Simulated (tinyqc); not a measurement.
Peierls distortion of a half-filled chain, step by step. Values are carried at full precision from step to step, so a last printed digit may differ when a step is redone from the rounded ones.

Atoms move by +/- u, so bonds change by -/+ 2u and hoppings are t +/- 2 al u. Bands E = -/+ sqrt((2 t cos x)^2 + D^2 sin^2 x) with D = 4 al u, x = k a in (0, pi/2); the gap is 2D. Energy per atom at zero temperature: E(u) = -mean_x sqrt(...) + 2 K u^2; exactly, the mean is (4t/pi) E(1 - z^2), z = D/2t, E the complete elliptic integral of the second kind with parameter m. Coupling lambda = 2 al^2/(pi t K).

Constants: kB = 8.617333262e-05 eV/K.

Values chosen for the exercise: t = 2.24 eV (hopping of the even chain); al = 5.1 eV/angstrom (change of hopping with bond length); K = 36.3 eV/angstrom^2 (spring constant of a bond); u = 0.011 angstrom (trial shift of alternate atoms); N = 6 (k points).

## Energy at a trial distortion

Use the mesh x_j = (j + 1/2) pi/(2N), j = 0 .. N-1, and also the elliptic integral.

D = 0.2244 eV

|E| on the mesh (eV): [4.4418, 4.1399, 3.5568, 2.7331, 1.7269, 0.6257]

band energy on the mesh = -2.8707 eV
elastic energy = 0.0088 eV
total, exact = -2.8572 eV
exact E(u) - E(0) = -0.0051 eV

This distortion lowers the energy; the mesh errs by -4.73 meV.

## The equilibrium distortion

dE/du = 0 gives 1 = (4 al^2/K) mean(sin^2 x/|E|); solve with the exact mean, and compare with the weak-coupling form D = 8 t exp(-1 - 1/(2 lambda)).

lambda = 0.2036
u0 = 0.0285 angstrom
gap 2D = 1.163 eV
gap, weak coupling = 1.132 eV
E(u0) - E(0) per atom = -11.72 meV

Long and short bonds differ by 4 u0 = 0.1140 angstrom. The weak-coupling gap is 0.973 of the full one. The gain is far smaller than the gap, since only states near the zone edge move.

## Length and phonon scales

Coherence length xi/a = 2t/D with D half the gap; mean-field transition kB Tp = D/1.764 (weak coupling); for the optical mode at the zone edge (omega_R/omega_0)^2 = 2 lambda at weak coupling.

xi/a = 7.71
Tp = 3.82e+03 K
omega_R/omega_0 = 0.638

Tp is a mean-field scale: in a single chain fluctuations forbid the transition, and coupling between chains sets the real one, far lower.

## Checks

- Total energy at u0 on 4000 points against the elliptic integral (eV): both -2.86377.

(tinyqc, `OMP_NUM_THREADS=1 python tinyqc.py 1680891 1680892 out.jsonl`, Intel(R) Xeon(R) Processor @ 2.30GHz, 1 thread, shared host, about 0.07 s.)
